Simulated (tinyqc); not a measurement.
Elastic strain and critical thickness of a cubic alloy layer A(1-x)B(x) on a thick substrate. From curvature back to fraction x of B. Computed by tinyqc, a small Python program. Command: `OMP_NUM_THREADS=1 python tinyqc.py 3000297 3000298 out.jsonl misfit inv`. One thread of a shared host (Intel(R) Xeon(R) Processor @ 2.30GHz), about 0.02 s of CPU time with the checks.

Strain is positive in tension. The layer is coherent with the substrate unless said otherwise.

Inputs (values chosen for the exercise, for a model alloy):
```
quantity                              value        unit
lattice constant a_A                  5.653    angstrom
lattice constant a_B                  6.058    angstrom
substrate lattice constant a_S        5.645    angstrom
layer thickness h                        67          nm
biaxial modulus of the substrate M_S    129         GPa
substrate thickness t_S                 200  micrometre
wafer diameter W                         50          mm
```

Growth plane: (001).

C11, C12, C44 of A (GPa): 117  55.84  54.1

C11, C12, C44 of B (GPa): 76.49  42.36  40.29

Method:
- a = (1 - x) a_A + x a_B, the same rule for each C_ij; misfit f = (a_S - a)/a, the in-plane strain of the coherent layer.
- (001): D = 2 C12/C11, M = C11 + C12 - 2 C12^2/C11. The free surface carries no normal stress, so e_perp = -D f; dV/V = 2 f + e_perp; stress = M f; energy per area = M f^2 h (1 GPa nm = 1 J/m^2).
- Stoney: curvature = 6 |stress| h/(M_S t_S^2); radius = 1/curvature; bow = curvature W^2/8.

Question. A run gave the result below. Find the fraction x of B, known to lie between 0.074 and 0.11.

curvature = 0.06938465 1/m

Answer.

Each step takes the trial c = (a f_b - b f_a)/(f_b - f_a), f being the result less the target and a, b, c the logarithms of the listed values; c replaces end b, the old b replaces a if the sign of f changed, and otherwise f_a is halved.

Scan of the range:
```
fraction x of B  curvature (1/m)
0.0740                 0.0604221
0.0791                 0.0635549
0.0845                 0.0668547
0.0902                 0.0703186
0.0964                 0.0740640
0.1030                 0.0780254
0.1100                 0.0821982
```

False position (Illinois rule, in the logarithm of the input) inside the bracket:
```
step      end a      end b      trial  curvature (1/m)
1     0.0845000  0.0902000  0.0886264        0.0693642
2     0.0902000  0.0886264  0.0886597        0.0693845
3     0.0902000  0.0886597  0.0886603        0.0693848
4     0.0886597  0.0886603  0.0886600        0.0693846
```

Curvature rises at every point of a 13-point scan of the range (every second point is shown), so one value fits; it is bracketed by 0.0845 and 0.0902. Answer: fraction x of B = 0.08866.

Caution: the curvature assumes a coherent layer, but h exceeds h_c.
